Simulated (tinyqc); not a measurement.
What each parameter does: Tamm state at the end of a one-band chain.

A half-infinite chain with site energy 0 and hopping -t, band E = -2t cos(ka); the end site has energy D. The surface Green function of the unperturbed half chain is g = (E -/+ sqrt(E^2 - 4t^2))/(2t^2), the root with |t g| <= 1 and Im g <= 0, and with the shift G = g/(1 - D g).

Inputs chosen for the exercise: t = 2.09 eV (hopping); D = 4.08 eV (shift of the end site); a = 2.8 angstrom (spacing); E = -2.78 eV (energy in the band).

E = D + t^2/D, weight 1 - (t/D)^2, decay length -a/ln|t/D|, surface density -Im G/pi at E.

Results for these values:
```
case  bound level (eV)  weight  decay (angstrom)  density (1/eV)
base            5.1506  0.7376             4.186          0.0154
```

What happens to each result for D = 4.896 eV, all else kept?

Answer: bound level rises from 5.1506 to 5.7882; weight rises from 0.7376 to 0.8178; decay falls from 4.186 to 3.289; density falls from 0.0154 to 0.0118.

The same for each parameter in turn:
```
case               bound level (eV)  weight  decay (angstrom)  density (1/eV)
base                         5.1506  0.7376             4.186          0.0154
t = 2.1945 eV                5.2604  0.7107             4.515          0.0165
D = 4.896 eV                 5.7882  0.8178             3.289          0.0118
a = 3.08 angstrom            5.1506  0.7376             4.604          0.0154
E = -1.39 eV                 5.1506  0.7376             4.186          0.0235
```

Run: tinyqc, `OMP_NUM_THREADS=1 python tinyqc.py 1452761 1452762 out.jsonl`; Intel(R) Xeon(R) Processor @ 2.30GHz, one thread, shared host; about 0.01 s of CPU time with all checks.
